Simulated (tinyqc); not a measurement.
# Changing the shear strain e_s

Model: valley-orbit splitting of a donor ground state, with strain. Computed by tinyqc, a small Python program. Command: `OMP_NUM_THREADS=1 python tinyqc.py 3025092 3025093 out.jsonl valleyorbit sweep`. One thread of a shared host (Intel(R) Xeon(R) Processor @ 2.30GHz), about 0.01 s of CPU time with the checks.

The basis is the 1s envelope in each valley; energies are counted from the unstrained conduction-band edge. The strain is e_s (a a^T - 1/3) for the unit stress axis a, so valley j along n_j moves by Xi_u e_s w_j with w_j = (n_j.a)^2 - 1/3: -1/3 for x and y, +2/3 for z.

Inputs (values chosen for the exercise, modelled on donors in silicon): single-valley binding energy E_0 = 31.1 meV; central-cell shift Lambda = 7.96 meV; coupling Delta_1 = 2.35 meV; coupling Delta_2 = 1.95 meV; shear deformation potential Xi_u = 8.56 eV; temperature T = 50 K; donor density N_D = 4.5e+14 cm^-3; density-of-states mass of one valley m_e = 0.323 m_0.

Valleys: six along <100>. Stress axis: [001].

Constants: k_B = 8.617333262e-05 eV/K; m_0 = 9.1093837015e-31 kg; k_B = 1.380649e-23 J/K; h = 6.62607015e-34 J s.

Method:
- H_jj = -(E_0 + Lambda) + Xi_u e_s w_j; H_jk = -Delta_2 between opposite valleys and -Delta_1 between perpendicular ones.
- Diagonalise H; the ground vector has positive components. The density at the nucleus, and so the contact hyperfine coupling, scales as (sum_j c_j)^2/(number of valleys), which is 1 without strain; the envelopes are held fixed.
- The binding energy is counted from the lowest valley edge, min_j Xi_u e_s w_j; the gap is from the ground state to the next level.
- z = sum over levels of exp(-(E - E_ground)/k_B T), the ground-state share being 1/z; N_c = 2 (2 pi m_e k_B T/h^2)^(3/2) sum_j exp(-(shift_j - lowest shift)/k_B T); n1 = N_c/(2 z) exp(-binding/k_B T), binding = lowest shift - E_ground; without compensation n = 2 N_D/(1 + sqrt(1 + 4 N_D/n1)) (Boltzmann statistics; p and higher states left out).

One run for each value; columns: (1) shear strain e_s; (2) hyperfine ratio A/A_0; (3) binding energy under strain (meV); (4) gap to the first excited state (meV); (5) free electrons n (cm^-3):
```
(1)         (2)    (3)    (4)        (5)
0.00002  1.0000  50.35  13.24  5.068e+13
0.00004  0.9999  50.30  13.19  5.069e+13
0.00008  0.9995  50.19  13.08  5.071e+13
0.00016  0.9980  49.98  12.87  5.078e+13
0.00063  0.9762  49.01  11.90  5.187e+13
0.00130  0.9308  48.13  11.02  5.422e+13
0.00250  0.8625  47.31  10.20  5.763e+13
0.00500  0.7875  46.62   9.51  6.096e+13
```

Give the missing row, shear strain e_s = 0.00032.

Computed row; columns: (1) shear strain e_s; (2) hyperfine ratio A/A_0; (3) binding energy under strain (meV); (4) gap to the first excited state (meV); (5) free electrons n (cm^-3):
```
(1)         (2)    (3)    (4)        (5)
0.00032  0.9928  49.61  12.50  5.104e+13
```

Interpolating between the two neighbouring rows (the first column on a logarithmic scale, the others too where they are positive) misses most in gap to the first excited state (meV), by 1.0 %. Over the rows, hyperfine ratio A/A_0 falls from 1.000 to 0.788; binding energy under strain (meV) falls from 50.4 to 46.6 (exponent d ln y / d ln x -0.0016 between the first rows and -0.021 between the last); gap to the first excited state (meV) falls from 13.2 to 9.51 (exponent d ln y / d ln x -0.0061 between the first rows and -0.100 between the last). Strain moves the ground state into the lowered valleys, so fewer valleys add in phase at the nucleus and less valley-orbit energy is gained.

Extremes, crossings and ranges named in words are read from the listed rows.
